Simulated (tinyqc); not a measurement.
# Potential step from the flux

Problem. On one interval J = (q mu Vt/hx) [nb B(d) - na B(-d)], B(d) = d/(exp(d) - 1), d = (psi_b - psi_a)/Vt. Find psi_b - psi_a, and the step at which J would vanish.

Inputs (values chosen for the exercise):
- T = 300 K (temperature)
- mu = 11200 cm^2/(V s) (electron mobility)
- na = 6.7e15 cm^-3 (density at the left node)
- nb = 1.9e13 cm^-3 (density at the right node)
- hx = 14 nm (node spacing)

Constants: q = 1.602176634e-19 C, kB = 1.380649e-23 J/K, Vt = kB T/q. Results are converted to the units shown.

J = -50150.392 A/cm^2

Answer. B(d) falls and B(-d) rises with d, so J falls steadily with the step and one value matches. J = 0 needs nb/na = exp(d), the Boltzmann ratio.

psi_b - psi_a = -0.0630 V
step for J = 0 = -0.152 V

Computed by the program tinyqc: `OMP_NUM_THREADS=1 python tinyqc.py 2220028 2220029 out.jsonl`, one thread of a shared Intel Xeon 2.30GHz, about 0.01 s for the whole run.
